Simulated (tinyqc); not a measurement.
Which lattice a d-band metal prefers: Slater-Koster d bands of an fcc metal.

Slater-Koster d bands. For a bond with direction cosines (l, m, n) the 5 x 5 block is dds Ps + ddp Pp + ddd (1 - Ps - Pp), the projectors on sigma, pi and delta states about the bond; for instance <xy|xy> = 3 l^2 m^2 dds + (l^2 + m^2 - 4 l^2 m^2) ddp + (n^2 + l^2 m^2) ddd, <xy|yz> = 3 l m^2 n dds + l n (1 - 4 m^2) ddp + l n (m^2 - 1) ddd and <3z2-r2|3z2-r2> = (n^2 - (l^2 + m^2)/2)^2 dds + 3 n^2 (l^2 + m^2) ddp + (3/4)(l^2 + m^2)^2 ddd. H(k) sums the blocks times cos(k.R) over the neighbours; the d level is the zero of energy; k in 2 pi/a.

Mesh: k = f1 b1 + f2 b2 + f3 b3 with fractions (j + 1/2)/N, j = 0 to N - 1, and b = (-1,1,1), (1,-1,1), (1,1,-1) for fcc, (0,1,1), (1,0,1), (1,1,0) for bcc, unit vectors for simple cubic. The lowest Nd/10 of all levels are filled with two electrons each; the bond energy is their sum per atom.

Inputs chosen for the exercise (of the size met in Ni; not measured data): dds = -0.436 eV (dd sigma); ddp = 0.218 eV (dd pi); ddd = -0.048 eV (dd delta); f2 = 0.487 (factor for second neighbours in bcc); N = 10 (mesh).

fcc has twelve neighbours, bcc eight and six (the six times f2), simple cubic six. The integrals of bcc and sc are scaled so that all three have the second moment of fcc, which stands for equal repulsion (structural energy difference theorem). s and p electrons are left out.

Bond energy per atom:
```
Nd  fcc (eV)  bcc - fcc (meV)  sc - fcc (meV)
1     -1.353               84             -83
3     -3.032              -87              81
4     -3.518             -170             231
5     -3.676               28             299
6     -3.468              169             181
7     -2.949              158              -2
8     -2.202               45            -157
9     -1.208              -70            -229
```

Give the missing row, Nd = 2.

Computed row:
```
Nd  fcc (eV)  bcc - fcc (meV)  sc - fcc (meV)
2     -2.307               21             -52
```

scale factors: bcc 1.1285, sc 1.4142

mu3/mu2^1.5: fcc -0.125, bcc -0.119, sc 0.000

mu4/mu2^2: fcc 1.810, bcc 1.721, sc 2.492

largest change of a difference when N is raised to 14 = 7 meV

fcc is lowest for Nd = 5 and 6. bcc is lowest for Nd = 3 and 4. sc is lowest for Nd = 1, 2, 7, 8 and 9. bcc gains most on fcc at Nd = 4 (-170 meV). A small fourth moment marks a two-peaked band, which tends to favour fillings near one half; bcc has -5 % against fcc, and at Nd = 5 it lies +28 meV from fcc, which the fourth moment alone does not explain (differences of a few tens of meV are within the error of the mesh; hcp is left out, and this d-only model can miss the lattice of the real metal). The third moments, from three-membered rings, skew the bands. That simple cubic wins anywhere comes from keeping d bands and equal second moments alone; no transition metal takes it. Differences below about 7 meV are within the error of this mesh, and the s and p electrons left out weigh most where the d band is nearly empty or full.

(tinyqc, `OMP_NUM_THREADS=1 python tinyqc.py 1482325 1482326 out.jsonl`, Intel(R) Xeon(R) Processor @ 2.30GHz, 1 thread, shared host, about 0.06 s.)
